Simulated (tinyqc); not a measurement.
One-dimensional ballistic tunnel FET, two-band WKB: effect of the band gap with the mass tied to it.

A p-type source for x < 0 with its Fermi level at 0 and its valence edge at ds; in the channel the bands fall as D exp(-x/lam) towards their flat values, with the conduction edge at Ec = ds - dP and D = dP + Eg. The gate moves dP one to one. The drain Fermi level lies at -Vd and the drain side reflects nothing. For w = E - Ec between 0 and dP an electron crosses the gap. Two-band dispersion with equal masses m: inside the gap kappa = sqrt(m u (1 - u/Eg)/C), u the distance from a band edge, C = hbar^2/(2 m0).

The mass follows the gap, m = 0.025 Eg/0.353 eV. S(w) = 2 lam int_0^Eg kappa(u) du/(w + Eg - u) = 2 pi lam sqrt(m/(C Eg)) [w + Eg/2 - sqrt(w (w + Eg))], T(w) = exp(-S). I = g (2 q^2/h) int_0^dP T(w) [f(E) - f(E + Vd)] dw, E = ds - dP + w, f(x) = 1/(1 + exp(x/Vt)). Swing = d(dP)/d(log10 I).

Parameters, values chosen for the exercise; band and dielectric values close to those of indium arsenide:

| symbol | value | unit | meaning |
|---|---|---|---|
| T | 350 | K | temperature |
| lam | 3.2 | nm | screening length of the source junction |
| ds | 0.15 | eV | source valence edge above the source Fermi level |
| Vd | 0.1 | V | drain bias |
| g | 1 |  | number of degenerate subbands (spin apart) |
| dP | 0.27 | eV | tunnelling window Ev(source) - Ec(channel) |

Constants: q = 1.602176634e-19 C, kB = 1.380649e-23 J/K, hbar = 1.054571817e-34 J s, h = 6.62607015e-34 J s, m0 = 9.1093837015e-31 kg, Vt = kB T/q, hbar^2/(2 m0) = 0.0380998212 eV nm^2. Results are converted to the units shown.

Effect of the band gap with the mass tied to it:

| Eg (eV) | T(w = dP) | I (uA) | swing (mV/decade) |
|---|---|---|---|
| 0.2 | 0.6856 | 2.835 | 298.2 |
| 0.37 | 0.3404 | 0.8779 | 212.9 |
| 0.54 | 0.1376 | 0.2342 | 171.9 |
| 0.71 | 0.04822 | 0.05704 | 147.4 |
| 0.89 | 0.01414 | 0.01193 | 130.2 |
| 1.06 | 0.004074 | 0.002592 | 118.5 |
| 1.23 | 0.001097 | 5.419e-4 | 109.5 |
| 1.4 | 2.794e-4 | 1.098e-4 | 102.4 |

T(w = dP) falls from 0.686 to 2.79e-4 and I falls from 2.84 to 1.10e-4 uA; the swing falls from 298 to 102 mV/decade. With m/Eg fixed, S depends on the gap only through w + Eg/2 - sqrt(w (w + Eg)). For Eg = 0.2, 0.37, 0.54 S at w = dP is below 2, where a WKB prefactor of 1 is a rough guess.

Program tinyqc, `OMP_NUM_THREADS=1 python tinyqc.py 2620083 2620084 out.jsonl`; Intel Xeon 2.30GHz, shared host, one thread, about 0.01 s.
